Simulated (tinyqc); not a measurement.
## Trap density from the leakage

Question. Trap-assisted leakage is J = q Nt times the integral over x of the rate through one trap. Find Nt, the areal density Nt t and the mean in-plane spacing (Nt t)^(-1/2).

Values chosen for this exercise:
```
symbol  value  unit    meaning
t         4.5    nm  thickness
```

Constants: q = 1.602176634e-19 C. Results are converted to the units shown.

J = 5.8177784e-6 A/cm^2
integral of the rate over x = 165.05326 nm/s

Answer. J is proportional to Nt.

Nt = 2.200e18 cm^-3
Nt t = 9.900e11 cm^-2
in-plane spacing = 10.05 nm

tinyqc, about 0.05 s, one thread, Intel Xeon 2.30GHz (shared host): `OMP_NUM_THREADS=1 python tinyqc.py 2370053 2370054 out.jsonl`
